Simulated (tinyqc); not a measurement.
Compensation sets the slope of the freeze-out: donors on two lattice sites with valley-orbit split states.

Each donor binds at most one electron, in any of its states. For a site s, W_s = sum over its states of g exp(E/kT), and the ionised share is 1/(1 + W_s exp(eta)), eta = (EF - Ec)/kT; n = Nc F_1/2(eta); neutrality n + NA = ND x (mean ionised share, the two sites in equal numbers); holes are neglected. Nc from N = 2 (m kB T/(4 pi c))^(3/2) with c = hbar^2/2m0, in 1/angstrom^3; times 1e24 for 1/cm^3, m = md. F_j(eta) = (1/Gamma(j + 1)) integral_0^infinity x^j dx/(1 + exp(x - eta)), which tends to exp(eta) for eta << 0.

Constants: hbar^2/2m0 = 3.80998211 eV angstrom^2; kB = 8.617333262e-05 eV/K.

Values chosen for the exercise (near those of nitrogen in 4H-SiC; the results hold for these values, not for the real material):
- md = 0.826 m0 (density-of-states mass of the conduction band)
- E = (59.1, 51, 119.2, 70.9) meV (binding energies of h ground, h excited, k ground, k excited)
- g = (2, 4, 2, 4) (their degeneracies with spin)
- ND = 2e+18 1/cm^3 (donors, half on each site)

NA = K ND. The slope energy is -d ln(n T^(-p))/d(1/kT) between 50 and 60 K, with p = 3/4 for K = 0 and p = 3/2 otherwise.

Results:
```
K       n(50 K) (1/cm^3)  n(60 K) (1/cm^3)  slope energy (meV)
0               7.36e+14          2.54e+15               28.46
0.0010          2.41e+14          1.73e+15               43.78
0.010           2.65e+13          3.11e+14               56.59
0.050           4.88e+12          5.81e+13               56.95
0.20            8.13e+11          9.68e+12               56.97
0.50            5.79e+08          2.30e+10               88.08
```

What can be read from this table?

Without acceptors the slope is 28.46 meV, against half the h-site ground-state energy, 29.55; with K = 0.05 it is 56.95 meV, against the full 59.1. The full energy (less a few meV where excited levels lie within a few kT) shows where n is far below NA, since the acceptors then hold EF near the donor level: n(60 K)/NA is 0.86 for K = 0.001 and 0.00058 for K = 0.05; where it is not small, the slope falls short of the full energy. At K = 0.5 the acceptors have taken as many electrons as there are h sites, EF sits between the two levels, and the slope is 88.1 meV against their mean of 89.2.

tinyqc: `OMP_NUM_THREADS=1 python tinyqc.py 1650048 1650049 out.jsonl`; about 0.01 s, one thread, shared Intel(R) Xeon(R) Processor @ 2.30GHz.
